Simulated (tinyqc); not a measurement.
## Voltage acceleration of oxide breakdown, four models on the same data: effect of the use temperature

Field E = V/tox in MV/cm. Models: ln(t63/1 s) = a - c X with X = E (E model), -1/E (1/E model), ln V (power law, c the exponent n) or sqrt(E).

With a and c fitted to the stress data, the voltage for ten years solves a - c X + ln(temperature factor times ks) = ln 3.15576e8; temperature factor exp[(Ea q/kB)(1/Tu - 1/Ts)].

Inputs (values chosen for the exercise):
```
symbol,value,unit,meaning
tox,4.5,nm,oxide thickness
Ts,423,K,stress temperature
Ea,0.89,eV,activation energy
ks,4.2e-5,,factor for area and percentile
```

Constants: q = 1.602176634e-19 C, kB = 1.380649e-23 J/K. Results are converted to the units shown.

```
model	c	a
E	3.23981	44.9578
1/E	495.195	-35.8680
power	40.3003	73.7065
sqrt E	22.8873	85.1979
```

Effect of the use temperature:
```
Tu (K)	temperature factor	V for ten years, E (V)	V for ten years, 1/E (V)	V for ten years, power (V)	V for ten years, sqrt E (V)
273	6.703e5	3.990	4.277	4.163	4.086
298	2.805e4	3.549	4.032	3.847	3.718
328	1178	3.109	3.813	3.556	3.369
358	84.19	2.742	3.648	3.331	3.091
378	18.30	2.530	3.559	3.207	2.936
398	4.635	2.340	3.483	3.100	2.799
423	1.000	2.127	3.401	2.984	2.651
```

The temperature factor falls from 6.70e5 to 1.00, and the allowed voltage by 46.7 % in the E model and 20.5 % in the 1/E model: the steeper a model is near use conditions, the less voltage a given factor in time costs.

Range of the model: All four laws are empirical fits; none is established far below the stress range.

Program tinyqc, `OMP_NUM_THREADS=1 python tinyqc.py 2070156 2070157 out.jsonl`; Intel Xeon 2.30GHz, shared host, one thread, about 0.01 s.
